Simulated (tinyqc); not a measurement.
Inside a calculation. Method: tight binding, kagome lattice. One step of it, computed by the program tinyqc.

Task: Levels at K. Diagonalise the Hermitian matrix.

H(k) at K (eV), lower triangle (Hermitian):
```
                     A                    B          C
A             0.000000
B  -1.065000-0.961288i             0.000000
C  -1.065000+0.961288i  -1.065000-0.961288i  -0.370000
```

Give: eigenvalues; weights |c|^2 of the basis functions.

Result:

eigenvalues (eV): -2.2668  -0.7173  2.6141

weights |c|^2 of the basis functions:
```
   band 1  band 2  band 3
A  0.2964  0.3505  0.3532
B  0.2964  0.3505  0.3532
C  0.4073  0.2991  0.2937
```
